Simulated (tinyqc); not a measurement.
Warping of the constant-energy contours: six-band Luttinger-Kohn model.

Six-band Luttinger-Kohn model in the basis |3/2,3/2>, |3/2,1/2>, |3/2,-1/2>, |3/2,-3/2>, |1/2,1/2>, |1/2,-1/2>, electron energies, zero at the top of the unstrained valence band. H = -[rows: (P+Q, -S, R, 0, -S/r2, r2 R); (-S*, P-Q, 0, R, -r2 Q, r32 S); (R*, 0, P-Q, S, r32 S*, r2 Q); (0, R*, S*, P+Q, -r2 R*, -S*/r2); (-S*/r2, -r2 Q, r32 S, -r2 R, P+Dso, 0); (r2 R*, r32 S*, r2 Q, -S/r2, 0, P+Dso)], r2 = sqrt(2), r32 = sqrt(3/2). Levels are twofold.

P = c g1 k^2 - av tr(e); Q = c g2 (kx^2 + ky^2 - 2 kz^2) - (b/2)(exx + eyy - 2 ezz); R = c sqrt3 [-g2 (kx^2 - ky^2) + 2i g3 kx ky] + (sqrt3/2) b (exx - eyy) - i d exy; S = 2 c sqrt3 g3 (kx - i ky) kz - d (exz - i eyz); c = hbar^2/2m0, e the strain tensor (not engineering shear).

Constants: hbar^2/2m0 = 3.80998211 eV angstrom^2.

Inputs chosen for the exercise (near those of AlAs; shifted at random, so the results belong to these values and not to a real crystal): Dso = 0.266 eV (spin-orbit splitting); g1 = 3.71 (Luttinger gamma1); g2 = 0.82 (gamma2); g3 = 1.43 (gamma3); E_h = 40 meV (hole energy below the top).

No strain (e = 0). In the plane kz = 0, |k| where the top and second pairs lie E_h below the top, against the angle from [100]; m = c k^2/E_h.

Contours:
```
angle (degrees),k top (1/angstrom),k second (1/angstrom),m top (m0),m second (m0)
0,0.0712,0.0450,0.483,0.193
9,0.0733,0.0446,0.512,0.189
18,0.0795,0.0437,0.601,0.182
36,0.1008,0.0421,0.968,0.169
45,0.1072,0.0419,1.095,0.167
```

Give the missing row, angle (degrees) = 27.

Computed row:
```
angle (degrees)  k top (1/angstrom)  k second (1/angstrom)  m top (m0)  m second (m0)
27                           0.0892                 0.0427       0.758          0.174
```

The heavy contour reaches 1.505 times as far along [110] as along [100], the light one 0.930 times. The warping follows g3 - g2 = 0.61 and would vanish for g2 = g3. Along [100] the heavy mass is 1/(g1 - 2 g2) = 0.483 at any energy, while the light one is 0.1928, against 1/(g1 + 2 g2) = 0.1869 at the edge, for E_h/Dso = 0.15.

Program tinyqc; command `OMP_NUM_THREADS=1 python tinyqc.py 1081467 1081468 out.jsonl`; about 0.07 s on one thread of a shared Intel(R) Xeon(R) Processor @ 2.30GHz.
